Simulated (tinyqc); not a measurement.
Comparisons within one model: band edges of strained Si(1-x)Ge(x) on relaxed Si(1-y)Ge(y). A value that a table varies takes the place of the one given here.

Values are linear in the Ge fraction but for ED(x) = linear - CD x (1 - x) and a(x) = linear - Ca x (1 - x). Energies are on the common scale of Ev.

Coherent growth on a (111) face: e_par = (a(y) - a(x))/a(x), e_perp = -(2 C11 + 4 C12 - 4 C44)/(C11 + 2 C12 + 4 C44) e_par; exx = eyy = ezz = (2 e_par + e_perp)/3 and exy = eyz = ezx = (e_perp - e_par)/3.

A valley with unit axis u lies at Ev + gap + (av + a_valley) tr(e) + Xu (u.e.u - tr(e)/3); the Delta axes are x, y, z and the L axes [111], [1-1-1], [-11-1], [-1-11]. The second-order shift of the Delta valleys under shear is left out; it lowers the pair normal to the sheared plane by tens of meV at a shear of 1 %.

Valence edges: Ev plus the levels of the 6 x 6 matrix of X, Y, Z times spin with -Dso/3 + l exx + m (eyy + ezz) on the diagonal (cyclic), n exy off it, l = av + 2 b, m = av - b, n = sqrt(3) d. Spin-orbit term (Dso/3) L.sigma on X, Y, Z with (L_k)_ij = -i epsilon_kij: <X+|H|Y+> = -i Dso/3, <X+|H|Z-> = Dso/3, <Y+|H|Z-> = -i Dso/3, <Z+|H|X-> = -Dso/3, <Z+|H|Y-> = i Dso/3, <X-|H|Y-> = i Dso/3, and their conjugates; + and - are the spin along z.

Coherent growth: e_par = (a(y) - a(x))/a(x). (001): e_perp = -2 (C12/C11) e_par; exx = eyy = e_par, ezz = e_perp, no shear. (111): e_perp = -(2 C11 + 4 C12 - 4 C44)/(C11 + 2 C12 + 4 C44) e_par; exx = eyy = ezz = (2 e_par + e_perp)/3 and exy = eyz = ezx = (e_perp - e_par)/3. (110): e_perp = -(C11 + 3 C12 - 2 C44)/(C11 + C12 + 2 C44) e_par; exx = eyy = (e_par + e_perp)/2, ezz = e_par, exy = (e_perp - e_par)/2, eyz = ezx = 0.

Parameters, chosen for this exercise (end members near Si and Ge, in this order; the results hold for these values, not for the real material):
```
symbol  value           unit      meaning
a       (5.429, 5.652)  angstrom  lattice constant
Dso     (0.044, 0.288)  eV        spin-orbit splitting
av      (2.48, 1.22)    eV        valence hydrostatic potential
b       (-2.13, -2.52)  eV        tetragonal shear potential
d       (-4.79, -5.31)  eV        trigonal shear potential
C11     (167.1, 128)    GPa
C12     (64.1, 48.7)    GPa
C44     (80.1, 66.6)    GPa
Ev      (0, 0.7)        eV        top of the unstrained valence band
ED      (1.165, 0.944)  eV        gap to the Delta valleys
EL      (2.022, 0.744)  eV        gap to the L valleys
aD      (1.77, 1.41)    eV        hydrostatic potential of the Delta gap
aL      (-3.2, -2.68)   eV        hydrostatic potential of the L gap
XuD     (9.08, 9.27)    eV        uniaxial potential, Delta
XuL     (16.37, 15.71)  eV        uniaxial potential, L
CD      0.231           eV        bowing of the Delta gap
Ca      0               angstrom  bowing of the lattice constant
face    111                       growth face
y       0                         Ge fraction of the relaxed buffer
x       0.6                       Ge fraction of the layer
```

## Composition of the layer

The buffer is kept. dEc = Ec(buffer) - Ec(layer), dEv = Ev(layer) - Ev(buffer); buffer edges Ev(y) and Ev(y) + min(ED, EL). The digit behind Delta or L counts whole valleys.

Results:
```
x     e_par (%)  lowest valleys  gap (eV)  next valleys above (meV)  valence splitting (meV)  dEc (eV)  dEv (eV)
0.08      -0.33          Delta6     1.108                       798                       20     0.000     0.057
0.16      -0.65          Delta6     1.055                       735                       34    -0.005     0.115
0.24      -0.98          Delta6     1.004                       668                       46    -0.013     0.174
0.31      -1.26          Delta6     0.963                       608                       56    -0.025     0.227
0.39      -1.58          Delta6     0.919                       535                       68    -0.042     0.288
0.47      -1.89          Delta6     0.878                       459                       79    -0.063     0.350
0.55      -2.21          Delta6     0.840                       380                       90    -0.088     0.413
```

The gap is 1.108 eV in the first row and 0.840 eV in the last. The lowest valleys are Delta6 throughout. Per 0.1 of x the valence offset moves by +76 meV on average; the conduction offset lies between -88 and 0 meV. Electrons and holes sit on opposite sides in every row (type II). Offsets below about 30 meV are within the spread of parameter sets, so those rows do not settle the type. Strains above 2 % can be kept only in layers of a few nanometres.

## Composition of the buffer

The layer is kept. dEc = Ec(buffer) - Ec(layer), dEv = Ev(layer) - Ev(buffer); buffer edges Ev(y) and Ev(y) + min(ED, EL). The digit behind Delta or L counts whole valleys.

Results:
```
y     e_par (%)  lowest valleys  gap (eV)  next valleys above (meV)  valence splitting (meV)  dEc (eV)  dEv (eV)
0.05      -2.20          Delta6     0.831                       325                       94    -0.104     0.416
0.19      -1.64          Delta6     0.868                       313                       83    -0.091     0.310
0.32      -1.12          Delta6     0.903                       302                       67    -0.070     0.212
0.46      -0.56          Delta6     0.940                       290                       40    -0.040     0.106
0.73       0.52          Delta6     0.964                       163                       47     0.045    -0.051
0.86       1.04          Delta6     0.945                        49                      101     0.073    -0.095
1.00       1.60              L1     0.845                        75                      163     0.038    -0.139
```

The gap is 0.831 eV in the first row and 0.845 eV in the last, with its largest listed value, 0.964 eV, at y = 0.73: it peaks near the match y = x, since strain of either sign narrows it. The lowest valleys change: Delta6 to L1 between y = 0.86 and 1.00. Per 0.1 of y the valence offset moves by -58 meV on average; the conduction offset lies between -104 and +73 meV, not monotonically. Electrons and holes sit on opposite sides in every row (type II). Strains above 2 % can be kept only in layers of a few nanometres.

## The same layer on three faces

dEc = Ec(buffer) - Ec(layer), dEv = Ev(layer) - Ev(buffer); buffer edges Ev(y) and Ev(y) + min(ED, EL). The digit behind Delta or L counts whole valleys.

Results:
```
face   e_par (%)  lowest valleys  gap (eV)  next valleys above (meV)  valence splitting (meV)  dEc (eV)  dEv (eV)  Delta spread (meV)  L spread (meV)
(001)      -2.41          Delta4     0.700                       390                       97    -0.004     0.469                 390               0
(111)      -2.41          Delta6     0.818                       329                       97    -0.106     0.453                   0             480
(110)      -2.41          Delta2     0.709                       164                      101    -0.003     0.459                 164             379
```

On (001) only the Delta valleys split (390 meV), on (111) only the L valleys (480 meV), on (110) both (164 and 379 meV). The lowest valleys are Delta4 on (001), Delta6 on (111) and Delta2 on (110); the smallest gap is 0.700 eV on (001) and the largest 0.818 eV on (111).

## What each parameter does

dEc = Ec(buffer) - Ec(layer), dEv = Ev(layer) - Ev(buffer); buffer edges Ev(y) and Ev(y) + min(ED, EL). Each row changes one parameter from the base and keeps the others.

Results:
```
case                       gap (eV)  valence splitting (meV)  dEc (eV)  dEv (eV)
base                         0.8178                     96.6   -0.1061    0.4533
x = 0.63                     0.8052                    100.6   -0.1178    0.4775
y = 0.03                     0.8258                     95.0   -0.1048    0.4306
CD = 0.281 eV                0.8058                     96.6   -0.0941    0.4533
XuL = (18.825, 18.066) eV    0.8178                     96.6   -0.1061    0.4533
av = (2.852, 1.403) eV       0.8178                     96.6   -0.0962    0.4434
aL = (-3.68, -3.082) eV      0.8178                     96.6   -0.1061    0.4533
aD = (2.035, 1.621) eV       0.8089                     96.6   -0.0972    0.4533
d = (-5.508, -6.106) eV      0.8029                    100.6   -0.1061    0.4682
```

The largest shifts from the base row, up to three for each result and ties (the steps differ in size, so this ranks the rows, not the parameters). gap (eV): d -0.0149, x -0.0126, CD -0.0120; unchanged at the printed digits by XuL, av and aL. valence splitting (meV): x +4.1, d +4.0, y -1.6; unchanged at the printed digits by CD, XuL, av, aL and aD. dEc (eV): CD +0.0120, x -0.0116, av +0.0099; unchanged at the printed digits by XuL, aL and d. dEv (eV): x +0.0242, y -0.0227, d +0.0149; unchanged at the printed digits by CD, XuL, aL and aD. The lowest valleys of the layer are Delta6, so among the conduction-band potentials only those of that family reach the gap and dEc; the buffer is unstrained. A shift large enough to swap the lowest family would change that.

tinyqc: `OMP_NUM_THREADS=1 python tinyqc.py 1051379 1051380 out.jsonl`; about 0.01 s, one thread, shared Intel(R) Xeon(R) Processor @ 2.30GHz.
